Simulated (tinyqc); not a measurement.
Fully depleted semiconductor-on-insulator film with two gates, non-linear Poisson equation by Newton steps: one step of the calculation.

One dimension across the film, front interface at x = 0, back interface at x = ts. psi is counted from the intrinsic level, n = ni exp(psi/Vt) (source grounded), holes neglected, acceptors ionised. Gates act through Cox = eps0 eox/tox and Cbox = 3.9 eps0/tb with potentials G1 = Vg - (phiM - chi - Vt ln(Nc/ni)) and G2 = Vb - (phiB - chi - Vt ln(Nc/ni)). Classical Boltzmann densities, no interface charge, no depletion in the back plane.

Problem. Newton step. Solve a d_(i-1) + b_i d_i + a d_(i+1) = -F_i for all nodes. Each component d is damped to sign(d) Vt ln(1 + |d|/Vt) before it is added.

Inputs (values chosen for the exercise): temperature T = 400 K.

Constants: q = 1.602176634e-19 C, kB = 1.380649e-23 J/K, Vt = kB T/q. Results are converted to the units shown.

a = 6.4076359 uF/cm^2
diagonal b, node 0 to 11 (F/cm^2): [-9.2854268e-6, -1.2815634e-5, -1.2815638e-5, -1.2815641e-5, -1.2815644e-5, -1.2815647e-5, -1.2815650e-5, -1.2815653e-5, -1.2815656e-5, -1.2815659e-5, -1.2815662e-5, -6.4941609e-6]
residual F, node 0 to 11 (C/cm^2): [1.5329353e-6, -5.3718209e-11, -5.3609985e-11, -5.3506817e-11, -5.3408554e-11, -5.3315052e-11, -5.3226169e-11, -5.3141771e-11, -5.3061729e-11, -5.2985917e-11, -5.2914216e-11, 8.7939539e-8]
psi after iteration 1, node 0 to 11 (V): [0.30290419, 0.30319453, 0.30348277, 0.30376892, 0.30405302, 0.30433511, 0.30461521, 0.30489335, 0.30516957, 0.30544390, 0.30571636, 0.30598697]

Give: Newton step d, before damping; psi after iteration 2.

Solution.

Newton step d, before damping, node 0 to 11 (V): [0.5442, 0.5493, 0.5545, 0.5598, 0.5650, 0.5704, 0.5757, 0.5811, 0.5866, 0.5921, 0.5976, 0.6032]
psi after iteration 2, node 0 to 11 (V): [0.4001, 0.4007, 0.4013, 0.4019, 0.4025, 0.4031, 0.4037, 0.4043, 0.4048, 0.4054, 0.4060, 0.4066]

Program tinyqc, `OMP_NUM_THREADS=1 python tinyqc.py 2190036 2190037 out.jsonl`; Intel Xeon 2.30GHz, shared host, one thread, about 0.4 s.
